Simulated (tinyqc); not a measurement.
Single-junction solar cell, detailed-balance limit: two steps of the calculation.

Every photon above the gap Eg makes one pair and none below is absorbed; carriers thermalise at T and move without loss. Jsc = q fs X Phi(Eg, Ts); the dark current is J0 = q ge Phi(Eg, T)/ERE with the Boltzmann factor exp(V/Vt). The efficiency is the electrical power over fs X sigma Ts^4.

Inputs (values chosen for the exercise):
```
symbol,value,unit,meaning
Ts,5760,K,temperature of the black-body sun
Eg,1.97,eV,band gap
```

Constants: q = 1.602176634e-19 C, kB = 1.380649e-23 J/K, h = 6.62607015e-34 J s, c = 299792458 m/s. Results are converted to the units shown.

Problem 1. Photon flux of the source, term by term. Photon flux above E from a black body at temperature T into a hemisphere: Phi(E, T) = A sum_k exp(-k E/th)[E^2 th/k + 2 E th^2/k^2 + 2 th^3/k^3], k = 1, 2, ..., with th = kB T/q in eV and A = 2 pi q^3/(h^3 c^2). The first six terms at E = Eg, T = Ts are listed; the flux takes all.

Wanted: th; A; terms k = 1..6; Phi(Eg, Ts).

Solution 1.

th = 0.4964 eV
A = 9.883e22 cm^-2 s^-1 eV^-3
terms k = 1..6 (eV^3): 0.05936  4.414e-4  5.120e-6  6.959e-8  1.026e-9  1.588e-11
Phi(Eg, Ts) = 5.911e21 cm^-2 s^-1

Problem 2. Maximum power point by Newton steps. With v = V/Vt the power is largest where f = (1 + v) exp(v) - 1 - Jsc/J0 vanishes; f' = (2 + v) exp(v), v(new) = v - f/f'.

v at the start = 56.17
Jsc = 2045.4904 mA/cm^2
J0 = 8.2135307e-22 mA/cm^2

Find: f; f'; v after iteration 1.

Solution 2.

f = 1.392e26
f' = 1.442e26
v after iteration 1 = 55.20

Computed by the program tinyqc: `OMP_NUM_THREADS=1 python tinyqc.py 2820012 2820013 out.jsonl`, one thread of a shared Intel Xeon 2.30GHz, about 0.01 s for the whole run.
